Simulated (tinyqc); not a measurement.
# Thin-film transistor with exponential tail and deep states, accumulation layer: what changes with what

An undoped film in accumulation, thicker than the space-charge layer. With band bending psi the Fermi level lies E0 - psi below the band edge. Free electrons n = n0 exp(psi/Vt) carry the current; electrons in two exponential distributions of traps, a = a0 exp(psi/Va) and d = d0 exp(psi/Vp), do not. Linear regime, ohmic contacts, traps in equilibrium.

Values chosen for this exercise; values close to those of an organic semiconductor:

| symbol | value | unit | meaning |
|---|---|---|---|
| T | 290 | K | temperature |
| eps_r | 3.2 |  | relative permittivity of the semiconductor |
| Nc | 7.7e19 | cm^-3 | density of extended states |
| mb | 3.4 | cm^2/(V s) | band mobility |
| Nt | 8.2e19 | cm^-3 | total density of tail states |
| Tt | 490 | K | characteristic temperature of the tail |
| Nd | 3.3e17 | cm^-3 | total density of deep states |
| Td | 1370 | K | characteristic temperature of the deep states |
| E0 | 0.54 | eV | bulk Fermi level below the band edge |
| Ci | 35 | nF/cm^2 | gate capacitance |
| WL | 20 |  | ratio W/L |
| Vd | 0.2 | V | drain voltage |
| Vg | 6.1 | V | gate voltage above flat band |

Constants: q = 1.602176634e-19 C, kB = 1.380649e-23 J/K, Vt = kB T/q, eps0 = 8.8541878128e-14 F/cm where lengths are in cm. Results are converted to the units shown.

Each table varies one quantity; the others keep the values above.

## Transfer curve

Va = kB Tt/q, Vp = kB Td/q; n0 = Nc exp(-E0/Vt), a0 = Nt th(T/Tt) exp(-E0/Va), d0 = Nd th(T/Td) exp(-E0/Vp), th(x) = pi x/sin(pi x). G(psi) = sum over the three kinds of c0 [V (exp(psi/V) - 1) - psi], field F = sqrt(2 q G/(eps0 eps_r)); Vg = psi + eps0 eps_r F/Ci at the surface. Total charge Q = Ci (Vg - psi_s); free charge Qf = q times the integral of n0 (exp(psi/Vt) - 1)/F over psi from 0 to psi_s; I = (W/L) mb Qf Vd; effective mobility mb Qf/Q. The last column is d ln I/d ln Vg.

Transfer curve:

| Vg (V) | E0 - psi_s (eV) | Q (nC/cm^2) | free share (%) | effective mobility (cm^2/(V s)) | I (nA) | exponent |
|---|---|---|---|---|---|---|
| 0.24 | 0.4467 | 5.133 | 0.008024 | 2.728e-4 | 0.005601 | 2.211 |
| 0.4 | 0.3998 | 9.093 | 0.01678 | 5.704e-4 | 0.02075 | 2.915 |
| 0.65 | 0.3466 | 15.98 | 0.04429 | 0.001506 | 0.09625 | 3.327 |
| 1.1 | 0.2872 | 29.65 | 0.1375 | 0.004675 | 0.5545 | 3.262 |
| 1.7 | 0.2405 | 49.02 | 0.3282 | 0.01116 | 2.188 | 3.038 |
| 2.8 | 0.1906 | 85.77 | 0.8022 | 0.02727 | 9.357 | 2.795 |
| 4.6 | 0.1440 | 147.1 | 1.783 | 0.06061 | 35.68 | 2.605 |
| 7.5 | 0.1004 | 247.1 | 3.647 | 0.1240 | 122.6 | 2.448 |
| 12 | 0.06062 | 403.2 | 6.825 | 0.2320 | 374.3 | 2.300 |

Read the table: what changes, and by how much?

The current rises from 0.00560 to 374 nA and the free share rises from 0.00802 to 6.82 %; the exponent goes from 2.21 through a maximum of 3.33 (at Vg = 0.65 V among the rows listed) to 2.30. If one kind of trap held all the charge, I would go as Q^(2 Tx/T - 1): 8.45 for the deep states, 2.38 for the tail and 1 for free electrons alone. For Vg = 7.5 to 12 V the th form, which assumes a Fermi level far below the edge, overcounts the filled tail at the surface by more than 15 %.

## Effect of the total density of deep states

Same model as above.

Effect of the total density of deep states:

| Nd (cm^-3) | E0 - psi_s (eV) | Q (nC/cm^2) | free share (%) | effective mobility (cm^2/(V s)) | I (nA) |
|---|---|---|---|---|---|
| 3.3e16 | 0.1174 | 198.7 | 2.880 | 0.09794 | 77.84 |
| 8e16 | 0.1176 | 198.7 | 2.854 | 0.09702 | 77.12 |
| 1.9e17 | 0.1180 | 198.7 | 2.792 | 0.09493 | 75.46 |
| 4.7e17 | 0.1191 | 198.8 | 2.644 | 0.08989 | 71.47 |
| 1.1e18 | 0.1216 | 198.9 | 2.345 | 0.07975 | 63.43 |
| 2.7e18 | 0.1279 | 199.1 | 1.745 | 0.05933 | 47.24 |
| 6.6e18 | 0.1439 | 199.6 | 0.8646 | 0.02940 | 23.48 |

Read the table: what changes, and by how much?

As Nd goes from 3.3e16 to 6.6e18 cm^-3, the free share falls from 2.88 to 0.865 %, the distance of the Fermi level from the edge rises from 0.117 to 0.144 eV and the current falls from 77.8 to 23.5 nA. Q varies by only 0.47 %: the gate sets the charge, the traps decide how much of it moves.

## Effect of the gate capacitance

Same model as above.

Effect of the gate capacitance:

| Ci (nF/cm^2) | E0 - psi_s (eV) | Q (nC/cm^2) | free share (%) | effective mobility (cm^2/(V s)) | I (nA) |
|---|---|---|---|---|---|
| 7 | 0.2575 | 40.72 | 0.2399 | 0.008156 | 1.329 |
| 11 | 0.2171 | 63.55 | 0.5014 | 0.01705 | 4.334 |
| 17 | 0.1793 | 97.57 | 0.9758 | 0.03318 | 12.95 |
| 27 | 0.1401 | 153.9 | 1.901 | 0.06462 | 39.78 |
| 43 | 0.1017 | 243.5 | 3.575 | 0.1216 | 118.4 |
| 67 | 0.06602 | 376.9 | 6.281 | 0.2136 | 322.0 |
| 100 | 0.03485 | 559.5 | 10.05 | 0.3416 | 764.4 |

As Ci goes from 7 to 100 nF/cm^2, the free share rises from 0.240 to 10.0 %, the distance of the Fermi level from the edge falls from 0.258 to 0.0348 eV and the current rises from 1.33 to 764 nA. At Ci = 100 nF/cm^2 the surface Fermi level is within 2 Vt of the band edge, where the exponential forms fail. For Ci = 43 to 100 nF/cm^2 the th form, which assumes a Fermi level far below the edge, overcounts the filled tail at the surface by more than 15 %.

tinyqc, about 0.03 s, one thread, Intel Xeon 2.30GHz (shared host): `OMP_NUM_THREADS=1 python tinyqc.py 2610120 2610121 out.jsonl`
